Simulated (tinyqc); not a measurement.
# p-n diode, drift-diffusion by the Gummel loop with Scharfetter-Gummel fluxes: effects of single changes

Abrupt junction at x = 0, p side from -Lp, n side to Ln, ohmic contacts. psi is counted from the intrinsic level; n = ni exp((psi - phin)/Vt), p = ni exp((phip - psi)/Vt). Contacts: p side psi = V - Vt ln(Na/ni), p = Na, n = ni^2/Na; n side psi = Vt ln(Nd/ni), n = Nd, p = ni^2/Nd. Constant mobilities, D = mu Vt, Boltzmann statistics, SRH recombination through a mid-gap level, U = (n p - ni^2)/(tp (n + ni) + tn (p + ni)). Current is positive from the p contact to the n contact.

Parameters, values chosen for the exercise; band and dielectric values close to those of silicon:
```
symbol,value,unit,meaning
T,300,K,temperature
Eg,1.11,eV,band gap
eps_r,11.5,,relative permittivity
Nc,2.78e19,cm^-3,conduction-band density of states at T
Nv,2.6e19,cm^-3,valence-band density of states at T
Na,2.6e17,cm^-3,acceptor density of the p side
Nd,5.5e16,cm^-3,donor density of the n side
mun,640,cm^2/(V s),electron mobility
mup,310,cm^2/(V s),hole mobility
tn,5e-10,s,SRH lifetime of electrons
tp,6e-7,s,SRH lifetime of holes
Lp,3.1,um,length of the p side
Ln,2.6,um,length of the n side
G,0,cm^-3 s^-1,uniform generation rate
```

Constants: q = 1.602176634e-19 C, kB = 1.380649e-23 J/K, Vt = kB T/q, eps0 = 8.8541878128e-14 F/cm where lengths are in cm. Results are converted to the units shown.

Each table varies one quantity; the others keep the values above.

## Current against voltage in the dark

ni = sqrt(Nc Nv) exp(-Eg/(2 Vt)), Eg in volts. Poisson and both continuity equations are solved self-consistently with Scharfetter-Gummel fluxes on a graded mesh of 500 nodes. J_scr is q times the integral of U between -xp and xn. Ideal diffusion current J_id = q ni^2 [Dn coth(wp/Le)/(Le Na) + Dp coth(wn/Lh)/(Lh Nd)] (exp(V/Vt) - 1), Le = sqrt(Dn tn), Lh = sqrt(Dp tp), wp = Lp - xp, wn = Ln - xn, with xp and xn from the depletion approximation (W = sqrt(2 eps0 eps_r (Vbi - V)(1/Na + 1/Nd)/q), xp = W Nd/(Na + Nd), xn = W Na/(Na + Nd), Vbi = Vt ln(Na Nd/ni^2)). Ideality factor = 0.004 V/(Vt ln[J(V + 0.004 V)/J(V)]). Here G = 0.

In this table G = 0 cm^-3 s^-1.

Result of one run:
columns A: V (V); B: J (A/cm^2); C: ideality factor; D: J_scr/J (%); E: J_id (A/cm^2); F: share recombining at the contacts (%); G: larger minority/doping at -xp and xn
```
A          B     C     D        E     F        G
0.3  2.49e-5  1.64  85.2  3.68e-6  7.21  9.29e-9
```

What becomes of these results when the bias of the p contact V is changed from 0.3 to 0.37 V, all else the same?

Result of the changed run:
columns A: V (V); B: J (A/cm^2); C: ideality factor; D: J_scr/J (%); E: J_id (A/cm^2); F: share recombining at the contacts (%); G: larger minority/doping at -xp and xn
```
A           B     C     D        E     F        G
0.37  1.45e-4  1.40  62.1  5.51e-5  18.5  1.38e-7
```

The whole series:
columns A: V (V); B: J (A/cm^2); C: ideality factor; D: J_scr/J (%); E: J_id (A/cm^2); F: share recombining at the contacts (%); G: larger minority/doping at -xp and xn
```
A           B     C      D        E      F         G
0.17  1.18e-6  1.53   98.0  2.41e-8  0.997  6.16e-11
0.23  4.99e-6  1.68   95.1  2.46e-7   2.41  6.24e-10
0.3   2.49e-5  1.64   85.2  3.68e-6   7.21   9.29e-9
0.37  1.45e-4  1.40   62.1  5.51e-5   18.5   1.38e-7
0.44  0.00121  1.17   31.8  8.25e-4   33.1   2.04e-6
0.51   0.0141  1.06   12.1   0.0124   42.7   3.01e-5
0.58    0.192  1.02   3.95    0.185   46.7   4.40e-4
0.64     1.84  1.04   1.23     1.88   49.3   0.00430
0.71     21.8  1.18  0.197     28.1   62.4    0.0550
```

J rises from 1.18e-6 to 21.8 A/cm^2; the ideality factor moves up and down between 1.02 and 1.68. Recombination in the depleted layer carries over half of the current up to V = 0.37 V, where the factor is 1.40; it grows roughly as exp(V/2 Vt), so diffusion overtakes it. Where the factor is lowest (V = 0.58 V), J is 3.8 % above the ideal diffusion current.

## Effect of the length of the n side at fixed bias

Same model as above.

In this table V = 0.62 V.

Effect of the length of the n side at fixed bias:
columns A: Ln (um); B: J (A/cm^2); C: ideality factor; D: J_scr/J (%); E: J_id (A/cm^2); F: share recombining at the contacts (%); G: larger minority/doping at -xp and xn
```
A        B     C     D      E     F        G
2.6  0.872  1.03  1.89  0.868  48.2  0.00202
4.3  0.717  1.03  2.30  0.713  36.8  0.00202
7.1  0.626  1.04  2.63  0.622  27.2  0.00202
12   0.571  1.04  2.88  0.567  19.5  0.00202
19   0.544  1.05  3.02  0.541  14.4  0.00202
32   0.527  1.05  3.11  0.527  10.3  0.00201
52   0.519  1.06  3.15  0.522  7.79  0.00200
```

As Ln rises from 2.6 to 52, J falls from 0.872 to 0.519 A/cm^2, the share of the depleted layer rises from 1.89 to 3.15 % and the share lost at the contacts falls from 48.2 to 7.79 %. The exponent d ln J/d ln Ln is -0.39 between the first two rows and -0.03 between the last two. J less J_scr is 3.7 % below J_id in the last row.

Computed by the program tinyqc: `OMP_NUM_THREADS=1 python tinyqc.py 2240166 2240167 out.jsonl`, one thread of a shared Intel Xeon 2.30GHz, about 0.2 s for the whole run.
